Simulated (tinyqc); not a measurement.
Electron mobility of a polar semiconductor by Rode's iterative solution of the Boltzmann equation. Convergence with the energy grid. Computed by tinyqc, a small Python program. Command: `OMP_NUM_THREADS=1 python tinyqc.py 3026697 3026698 out.jsonl rode sweep`. One thread of a shared host (Intel(R) Xeon(R) Processor @ 2.30GHz), about 0.04 s of CPU time with the checks.

The distribution is f(E) + e F l(E) (-df/dE) cos(theta) for a weak field F, theta counted from the force; l(E) is a mean free path. Elastic processes enter by their momentum rate, polar optical phonons by out- and in-scattering terms. One valley only: where upper valleys lie close, measured mobilities are lower. The density n is prescribed, even where a narrow-gap material would have more intrinsic carriers.

Inputs (values chosen for the exercise, for a model polar semiconductor):
```
quantity,value,unit
effective mass m,0.16,m_0
non-parabolicity alpha,0.33,1/eV
static permittivity eps_s,13.5,-
high-frequency permittivity eps_inf,9.51,-
density rho,5000,kg/m^3
sound velocity v_l,4120,m/s
acoustic deformation potential D_A,4.6,eV
optical phonon energy hbar w,80.7,meV
electron density n,5.5e+14,1/cm^3
compensation ratio C,0,-
temperature T,150,K
iteration cap,200,-
```

Band: Kane. Elastic processes: acoustic, impurity.

Constants: k_B = 8.617333262e-05 eV/K; m_0 = 9.1093837015e-31 kg; e = 1.602176634e-19 C; hbar = 1.054571817e-34 J s; eps_0 = 8.8541878128e-12 F/m; k_B = 1.380649e-23 J/K; hbar = 6.582119569e-16 eV s.

Method:
- Kane band: hbar^2 k^2/(2 m) = E (1 + alpha E), speed v = hbar k/(m (1 + 2 alpha E)), states per spin, volume and energy g(E) = m k (1 + 2 alpha E)/(2 pi^2 hbar^2); overlap factors are set to 1. Masses are multiplied by m_0 and all formulas are in SI units.
- The reduced Fermi level eta = E_F/(k_B T) solves n = 2 Z int g f dE with f = 1/(1 + exp(x - eta)) (Z = 1 unless valleys are given); screening length L_s = sqrt(eps_s eps_0 k_B T/(e^2 dn/deta)), dn/deta = 2 Z int g f (1 - f) dE.
- Integrals over x = E/(k_B T) use 160 Gauss-Legendre points in u = sqrt(x) from 0 to sqrt(max(eta, 0) + 32).
- N_I = n (1 + C)/(1 - C).
- Phonon occupation N_q = 1/(exp(hbar w/(k_B T)) - 1).
- Acoustic deformation potential (elastic, equipartition, absorption and emission together): 1/tau = 2 pi k_B T D_A^2 g(E)/(hbar rho v_l^2).
- Singly charged impurities, momentum relaxation: 1/tau = N_I e^4 m (1 + 2 alpha E) Phi/(8 pi (eps_s eps_0)^2 hbar^3 k^3), with alpha = 0 for a parabolic band.
- Brooks-Herring: Phi = ln(1 + b) - b/(1 + b), b = 4 k^2 L_s^2.
- Polar optical, unscreened: W = e^2 w (1/eps_inf - 1/eps_s) m (1 + 2 alpha E') ln|(k + k')/(k - k')| / (4 pi eps_0 hbar^2 k), times N_q for absorption (E' = E + hbar w) and N_q + 1 for emission (E' = E - hbar w > 0), with alpha = 0 for a parabolic band; mean cosine of the angle <cos> = (k^2 + k'^2)/(2 k k') - 1/ln|(k + k')/(k - k')|.
- Energy grid E_j = (j + 1/2) hbar w/s, j = 0, 1, ..., up to (max(eta, 0) + 18) k_B T, so that E_j +/- hbar w are grid points; l = 0 beyond the grid; integrals are sums times the spacing.
- With f' = f(E'): out-scattering S_o = sum over absorption and emission of W (1 - f')/(1 - f); nu = sum of elastic rates; the in-scattering weights are c+ = W_abs <cos> (1 - f')/(1 - f) for E' = E + hbar w and c- likewise for emission.
- Iteration: l_new(E) = [v(E) + c+ l(E + hbar w) + c- l(E - hbar w)]/(nu + S_o), from l = 0.
- mu = e sum g v l f (1 - f) / (3 k_B T sum g f) over the grid; stop when mu changes by less than 1e-8 of itself.
- Self-energy RTA: l = v/(nu + S_o), the first iteration. Momentum RTA: l = v/(nu + S_o - c+ v(E + hbar w)/v - c- v(E - hbar w)/v), listed only where the denominator is positive on the whole grid. The polar-only value solves the same system with nu = 0; the elastic value takes l = v/nu.

One run for each value:
```
grid points per phonon energy s,mobility mu (cm^2/(V s)),polar-phonon mobility (cm^2/(V s)),elastic mobility (cm^2/(V s))
2,46062,1.8690e+05,62064
4,35375,1.5291e+05,46854
6,34333,1.5106e+05,45321
10,34720,1.5239e+05,46027
16,35173,1.5380e+05,46673
24,35406,1.5464e+05,46982
40,35562,1.5525e+05,47189
```

Over the rows, mobility mu (cm^2/(V s)) goes from 46100 through a minimum among these rows, 34300 at 6.00, to 35600; polar-phonon mobility (cm^2/(V s)) goes from 187000 through a minimum among these rows, 151000 at 6.00, to 155000; elastic mobility (cm^2/(V s)) goes from 62100 through a minimum among these rows, 45300 at 6.00, to 47200. Against the finest grid, mu is off by +30 % in the first row and -0.44 % in the last but one.

Caution (rows 2, 4, 6): the energy grid is coarser than k_B T, so the mobilities carry a noticeable discretisation error.

Extremes, crossings and ranges named in words are read from the listed rows.
